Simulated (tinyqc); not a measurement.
Tail temperature from the power law.

Problem. When tail states hold most of the charge, the linear current goes as I = A (Vg - VT)^g with g = 2 Tt/T - 1. Find g, Tt and the tail width kB Tt.

Inputs (values chosen for the exercise):
```
symbol  value  unit      meaning
T         250     K  temperature
```

Constants: q = 1.602176634e-19 C, kB = 1.380649e-23 J/K, Vt = kB T/q. Results are converted to the units shown.

I at Vg - VT = 17 and 26 V (nA): [72.280237, 140.24186]

Solution. g is the slope of ln I against ln(Vg - VT).

g = 1.560
Tt = 320.0 K
kB Tt = 27.58 meV

Numbers from tinyqc (`OMP_NUM_THREADS=1 python tinyqc.py 2610032 2610033 out.jsonl`; about 0.01 s on one thread of a shared Intel Xeon 2.30GHz).
